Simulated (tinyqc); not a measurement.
# From one set of inputs to another, one input at a time

Model: strain-driven roughening and islands of a mismatched epitaxial film. Computed by tinyqc, a small Python program. Command: `OMP_NUM_THREADS=1 python tinyqc.py 3016417 3016418 out.jsonl island ladder`. One thread of a shared host (Intel(R) Xeon(R) Processor @ 2.30GHz), about 0.01 s of CPU time with the checks.

Film and substrate share isotropic elastic constants; the film is coherent and biaxially strained.

The inputs printed are set A. Set A is modelled on InAs on GaAs; the values taken over come from a set modelled on GaN on AlN. Inputs not listed in the table keep their values of set A, so the rows need not describe a real material.

Inputs (values chosen for the exercise, modelled on InAs on GaAs):
```
quantity                                     value       unit
misfit |f|                                  0.0717          -
shear modulus G                               29.3        GPa
Poisson ratio nu                              0.28          -
surface energy gamma                         0.698      J/m^2
wetting energy gamma_s - gamma                0.45      J/m^2
decay length of wetting delta                 0.28         nm
surface mobility D_s nu_s Omega^2/(k_B T)  1.9e-32  m^6/(J s)
```

Transport: surface diffusion.

Method:
- M = 2 G (1 + nu)/(1 - nu); stress = M f; energy density w = M f^2.
- A ripple A cos(k x) has the surface chemical potential per volume [gamma k^2 - 2 (1 + nu) w k] A cos(k x), so k_c = 2 (1 + nu) w/gamma. With surface diffusion the amplitude grows at the rate q = B k^2 [2 (1 + nu) w k - gamma k^2], fastest at k_m = (3/4) k_c. B is the surface mobility.
- The surface energy depends on thickness as gamma + (gamma_s - gamma) exp(-h/delta). Its curvature adds W2 = (gamma_s - gamma) exp(-h/delta)/delta^2 to the restoring terms; the flat film is stable while W2 > (1 + nu)^2 w^2/gamma, which gives h_c = delta ln[(gamma_s - gamma) gamma/(delta^2 (1 + nu)^2 w^2)], or 0 if negative.

Each row keeps all changes above it:
```
input moved                                               from       to  fastest wavelength (nm)  growth time 1/q at k_m (s)  wetting-layer thickness h_c (nm)
set A                                                        -        -                     4.27                  4.8026e-05                            0.6000
surface energy gamma (J/m^2)                             0.698     1.71                    10.45                  7.0615e-04                            0.8509
misfit |f|                                              0.0717    0.023                   101.54                  6.2984e+00                            2.1244
surface mobility D_s nu_s Omega^2/(k_B T) (m^6/(J s))  1.9e-32  3.2e-35                   101.54                  3.7397e+03                            2.1244
Poisson ratio nu                                          0.28      0.2                   128.37                  9.5519e+03                            2.2557
decay length of wetting delta (nm)                        0.28      0.2                   128.37                  9.5519e+03                            1.7458
shear modulus G (GPa)                                     29.3      119                    31.61                  3.5105e+01                            1.1852
wetting energy gamma_s - gamma (J/m^2)                    0.45     0.49                    31.61                  3.5105e+01                            1.2022
```

Which inputs carry the difference?

Fastest wavelength goes from 4.27 to 31.6, a factor 7.41 in all. The largest single move comes from misfit |f| (a factor 9.72), and shear modulus G works against it (a factor 0.246). Growth time 1/q at k_m goes from 4.80e-5 to 35.1, a factor 731000 in all. The largest single move comes from misfit |f| (a factor 8920), and shear modulus G works against it (a factor 0.00368). Wetting-layer thickness h_c goes from 0.600 to 1.20, a factor 2.00 in all. The largest single move comes from misfit |f| (a factor 2.50), and shear modulus G works against it (a factor 0.679). The single moves hold for this order of the switches; the total does not depend on the order.

Caution (rows set A, surface energy gamma): a wavelength of a few nanometres is at the limit of continuum theory, where steps and facets rule.

Extremes, crossings and ranges named in words are read from the listed rows.
